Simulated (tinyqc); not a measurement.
p-n heterojunction, non-linear Poisson equation by Newton steps, Fermi-Dirac statistics: one step of the calculation.

One dimension, material 1 (p-type) at x < 0 and material 2 (n-type) at x > 0. Band edges: Ec = -psi in material 1 and -psi + dEc in material 2, Ev = Ec - Eg. Flat quasi-Fermi levels: 0 for holes, +V for electrons. n = Nc F((EFn - Ec)/Vt), p = Nv F((Ev - EFp)/Vt), with F(eta) = F_1/2(eta) = (2/sqrt(pi)) int_0^infinity sqrt(u) du/(1 + exp(u - eta)) (Fermi-Dirac statistics); full ionisation, no interface charge, classical densities; the doping types are chosen for the exercise.

Task. Densities, residual and Jacobian diagonal. n_i = Nc F(a_n), a_n = (V - Ec_i)/Vt; p_i = Nv F(a_p), a_p = (Ec_i - Eg)/Vt; rho_i = p_i - n_i + C_i with C = -N1 or +N2; g_i = (Nc F'(a_n) + Nv F'(a_p))/Vt with F' = F_-1/2(eta) = (1/sqrt(pi)) int_0^infinity u^(-1/2) du/(1 + exp(u - eta)). Box widths w_i = (h_(i-1) + h_i)/2 in cm. Residual F_i = a_i (psi_(i+1) - psi_i) - a_(i-1) (psi_i - psi_(i-1)) + q rho_i w_i; Jacobian: a_(i-1) and a_i beside the diagonal, b_i = -a_(i-1) - a_i - q g_i w_i on it. The two end nodes are fixed.

Inputs (values chosen for the exercise); band and dielectric values close to those of GaAs and AlGaAs:

| symbol | value | unit | meaning |
|---|---|---|---|
| T | 350 | K | temperature |
| Eg1 | 1.41 | eV | band gap of material 1 |
| Nc1 | 5.54e17 | cm^-3 | conduction-band density of states of material 1 |
| Nv1 | 1.15e19 | cm^-3 | valence-band density of states of material 1 |
| Eg2 | 1.81 | eV | band gap of material 2 |
| Nc2 | 8.82e17 | cm^-3 | conduction-band density of states of material 2 |
| Nv2 | 1.4e19 | cm^-3 | valence-band density of states of material 2 |
| dEc | 0.25 | eV | conduction-band offset Ec2 - Ec1 |
| N1 | 3.2e17 | cm^-3 | acceptor density of material 1 |
| N2 | 1.1e17 | cm^-3 | donor density of material 2 |
| V | -0.7 | V | bias of side 1 against side 2 |

Constants: q = 1.602176634e-19 C, kB = 1.380649e-23 J/K, Vt = kB T/q. Results are converted to the units shown.

```
node,x (nm),psi at the start (V),material
0,-132,-1.3022677,1
1,-95.5,-1.1201161,1
2,-66,-0.9728977,1
3,-42,-0.8531268,1
4,-22.4,-0.7553139,1
5,-6.5,-0.6759657,1
6,6.5,-0.6110898,2
7,30.5,-0.4913189,2
8,74.7,-0.2707408,2
9,156,0.1349832,2
10,307,0.8885418,2
```

```
interval,coupling a_i (F/cm^2)
0,3.1292883e-7
1,3.8718313e-7
2,4.7591259e-7
3,5.8275012e-7
4,7.1835863e-7
5,8.5049242e-7
6,4.4639864e-7
7,2.4238840e-7
8,1.3177819e-7
9,7.0950777e-8
```

psi_L = -1.3022677 V
psi_R = 0.88854178 V

Give: n; p; residual F; diagonal b.

Result.

```
node,n (cm^-3),p (cm^-3)
0,8.168e-12,3.200e17
1,3.428e-9,7.701e14
2,4.517e-7,5.844e12
3,2.396e-5,1.102e11
4,6.136e-4,4.302e9
5,0.008521,3.098e8
6,2.929e-5,3.037e5
7,0.001554,5725
8,2.331,3.816
9,1.621e6,5.488e-6
10,1.100e17,7.739e-17
```

```
node,residual F (1e-7 C/cm^2),diagonal b (F/cm^2)
1,-1.688,-7.136e-7
2,-1.371,-8.632e-7
3,-1.118,-1.059e-6
4,-0.910,-1.301e-6
5,-0.759,-1.569e-6
6,0.309,-1.297e-6
7,0.601,-6.888e-7
8,1.106,-3.742e-7
9,2.047,-2.027e-7
```

tinyqc, about 0.2 s, one thread, Intel Xeon 2.30GHz (shared host): `OMP_NUM_THREADS=1 python tinyqc.py 2040053 2040054 out.jsonl`
